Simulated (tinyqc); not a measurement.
# Short-channel transistor, virtual-source model with series resistance: effects of single changes

The current per gate width is the charge at the top of the source barrier (the virtual source) times its velocity times a saturation function; al and be are fitting constants of the model. Units: I in uA/um, Rs in ohm um, so I Rs = 1e-6 I Rs in volts; Q in uC/cm^2, so I = 1e-4 Q vx0 Fsat with vx0 in cm/s.

Inputs (values chosen for the exercise):
- T = 325 K (temperature)
- Cinv = 1.83 uF/cm^2 (inversion capacitance)
- vx0 = 7.95e6 cm/s (velocity at the virtual source)
- mu = 240 cm^2/(V s) (apparent mobility)
- L = 130 nm (channel length)
- VT0 = 0.344 V (threshold at zero drain voltage)
- dl = 0.156 V/V (drain-induced barrier lowering)
- n0 = 1.1 (subthreshold factor)
- nd = 0 1/V (growth of n with drain voltage)
- al = 3.5 (threshold shift (in units of Vt) from weak to strong inversion)
- be = 1.8 (sharpness of saturation)
- Rs = 90 ohm um (series resistance of each contact)

Constants: q = 1.602176634e-19 C, kB = 1.380649e-23 J/K, Vt = kB T/q. Results are converted to the units shown.

Each table varies one quantity; the others keep the values above.

## Output curve

Intrinsic voltages Vg' = Vgs - I Rs, Vd' = Vds - 2 I Rs. n = n0 + nd Vd', VT = VT0 - dl Vd', Ff = 1/(1 + exp((Vg' - VT + al Vt/2)/(al Vt))), Q = Cinv n Vt ln(1 + exp((Vg' - VT + al Vt Ff)/(n Vt))), Vdsat = (vx0 L/mu)(1 - Ff) + Vt Ff, Fsat = u/(1 + u^be)^(1/be) with u = Vd'/Vdsat, and I = Q vx0 Fsat per width. I is solved self-consistently. gds = dI/dVds, gm = dI/dVgs.

In this table Vgs = 0.75 V.

Results:

| Vds (V) | I (uA/um) | Fsat | gds (uS/um) | gain gm/gds |
|---|---|---|---|---|
| 0.08 | 87.87 | 0.1477 | 1075 | 0.1512 |
| 0.16 | 170.6 | 0.2848 | 987.5 | 0.3195 |
| 0.33 | 318.3 | 0.5201 | 748.3 | 0.7952 |
| 0.42 | 380.3 | 0.6117 | 633.2 | 1.125 |
| 0.5 | 427.5 | 0.6767 | 547.8 | 1.458 |
| 0.58 | 468.4 | 0.7287 | 478.5 | 1.817 |
| 0.67 | 508.6 | 0.7751 | 417.6 | 2.235 |
| 0.75 | 540.3 | 0.8078 | 375.7 | 2.606 |

Estimate the missing row, Vds = 0.25 V.

Computed row:

| Vds (V) | I (uA/um) | Fsat | gds (uS/um) | gain gm/gds |
|---|---|---|---|---|
| 0.25 | 253.9 | 0.4197 | 862.0 | 0.5479 |

With this row back in the table: The current rises from 87.9 to 540 uA/um as Fsat rises from 0.148 to 0.808; gds falls from 1070 to 376 uS/um. The gain ends at 2.61, against 1/dl = 6.41 for a current that depends on Vds through barrier lowering alone; it falls short because Fsat is still growing.

## Effect of the apparent mobility on the on and off currents

Same model as above.

Ion is I at Vgs = Vds = 0.75 V, Ioff at Vgs = 0, Vds = 0.75 V, and Rlin = Vds/I at Vgs = 0.75 V, Vds = 0.05 V.

Effect of the apparent mobility on the on and off currents:

| mu (cm^2/(V s)) | Ion (uA/um) | Ioff (nA/um) | log10(Ion/Ioff) | Rlin (ohm um) |
|---|---|---|---|---|
| 50 | 230.2 | 390.5 | 2.771 | 3592 |
| 85 | 337.3 | 413.8 | 2.911 | 2194 |
| 140 | 444.4 | 424.0 | 3.020 | 1409 |
| 240 | 540.3 | 429.0 | 3.100 | 904.4 |
| 410 | 599.7 | 431.1 | 3.143 | 610.9 |
| 700 | 629.1 | 432.1 | 3.163 | 438.5 |
| 1200 | 641.9 | 432.6 | 3.171 | 335.7 |
| 2000 | 646.8 | 432.8 | 3.174 | 276.7 |

What does the table show?

As mu goes from 50 to 2000 cm^2/(V s), Ion rises from 230 to 647 uA/um, Ioff rises from 391 to 433 nA/um and Rlin falls from 3590 to 277 ohm um. Ion changes by a factor of 2.81 and Ioff by 1.11.

## Effect of the threshold at zero drain voltage on the on and off currents

Same model as above.

Effect of the threshold at zero drain voltage on the on and off currents:

| VT0 (V) | Ion (uA/um) | Ioff (nA/um) | log10(Ion/Ioff) | Rlin (ohm um) |
|---|---|---|---|---|
| 0.15 | 727.8 | 3.545e4 | 1.312 | 676.6 |
| 0.2 | 680.0 | 1.492e4 | 1.659 | 720.9 |
| 0.25 | 631.8 | 5035 | 2.099 | 773.6 |
| 0.3 | 583.3 | 1433 | 2.610 | 837.0 |
| 0.35 | 534.4 | 361.9 | 3.169 | 914.6 |
| 0.4 | 485.3 | 84.00 | 3.762 | 1011 |
| 0.45 | 436.1 | 18.40 | 4.375 | 1134 |
| 0.5 | 386.9 | 3.876 | 4.999 | 1293 |

As VT0 goes from 0.15 to 0.5 V, Ion falls from 728 to 387 uA/um, Ioff falls from 35500 to 3.88 nA/um and Rlin rises from 677 to 1290 ohm um. Ion changes by a factor of 0.532 and Ioff by 1.09e-4. The off current depends on it through an exponential, the on current about linearly. For VT0 = 0.15 to 0.3 V the off current passes 1 uA/um, so the device is hardly off at Vgs = 0.

tinyqc, about 0.01 s, one thread, Intel Xeon 2.30GHz (shared host): `OMP_NUM_THREADS=1 python tinyqc.py 2380170 2380171 out.jsonl`
